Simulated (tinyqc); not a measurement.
From projected life back to activation energy E_a: time-dependent dielectric breakdown: cell percolation, Weibull statistics, area scaling and voltage extrapolation. Computed by tinyqc, a small Python program. Command: `OMP_NUM_THREADS=1 python tinyqc.py 3023246 3023247 out.jsonl tddb inv`. One thread of a shared host (Intel(R) Xeon(R) Processor @ 2.30GHz), about 0.01 s of CPU time with the checks.

The oxide is divided into columns of area a^2, each holding m = t_ox/a cells (m is taken as continuous). A share lambda(t) = (t/t_1)^alpha of the cells is defective, and a column whose cells are all defective breaks down.

Inputs (values chosen for the exercise, for a model gate oxide): oxide thickness t_ox = 4.4 nm; defect cell size a = 1.3 nm; exponent alpha of defect growth = 0.85; time t_1 at which the occupied share would reach 1 = 3.8e+06 s; test area A = 0.1 um^2; product area A_u = 200000 um^2; stress voltage V = 5.25 V; use voltage V_u = 2.3 V; local exponent n = -d ln t/d ln V at the stress voltage = 25; stress temperature T = 150 C; use temperature T_u = 55 C; allowed failure fraction F = 0.0001.

Voltage law used: E.

Constants: k_B = 8.617333262e-05 eV/K.

Method:
- Failure fraction F = 1 - (1 - lambda^m)^N with N = A/a^2 columns, which for small lambda^m is 1 - exp(-(t/t63)^beta) with beta = alpha m and t63 = t_1 N^(-1/beta); critical share lambda(t63) = N^(-1/m). 1 um^2 = 1e6 nm^2.
- All three voltage laws share the slope n at the stress voltage. Factor t(V_u)/t(V): E law exp(n (1 - V_u/V)); 1/E law exp(n (V/V_u - 1)); power law (V/V_u)^n.
- Temperatures in kelvin are T(C) + 273.15.
- Temperature factor exp[(E_a/k_B)(1/T_u - 1/T)]; area factor (A/A_u)^(1/beta); percentile factor (-ln(1 - F))^(1/beta); life = t63 x all four; 1 year = 3.15576e7 s.

Problem. A run gave the result below. Find the activation energy E_a, known to lie between 0.48 and 0.95 eV.

projected life = 256.5739 years

Solution.

Each step takes the trial c = (a f_b - b f_a)/(f_b - f_a), f being the result less the target and a, b, c the logarithms of the listed values; c replaces end b, the old b replaces a if the sign of f changed, and otherwise f_a is halved.

Scan of the range:
```
activation energy E_a (eV)  projected life (years)
0.480                                        39.56
0.538                                        62.69
0.603                                       105.03
0.675                                       186.02
0.757                                       356.70
0.848                                       734.64
0.950                                      1651.09
```

False position (Illinois rule, in the logarithm of the input) inside the bracket:
```
step     end a     end b     trial  projected life (years)
1     0.675000  0.757000  0.707759                 241.280
2     0.757000  0.707759  0.714095                 253.728
3     0.757000  0.714095  0.716340                 258.290
4     0.714095  0.716340  0.715494                 256.563
5     0.716340  0.715494  0.715500                 256.574
6     0.716340  0.715500  0.715500                 256.574
7     0.715500  0.715500  0.715500                 256.574
```

Projected life rises at every point of a 13-point scan of the range (every second point is shown), so one value fits; it is bracketed by 0.675 and 0.757. Answer: activation energy E_a = 0.7155 eV.

Caution: t_1 is an input here; in a real oxide it changes with thickness at fixed voltage.
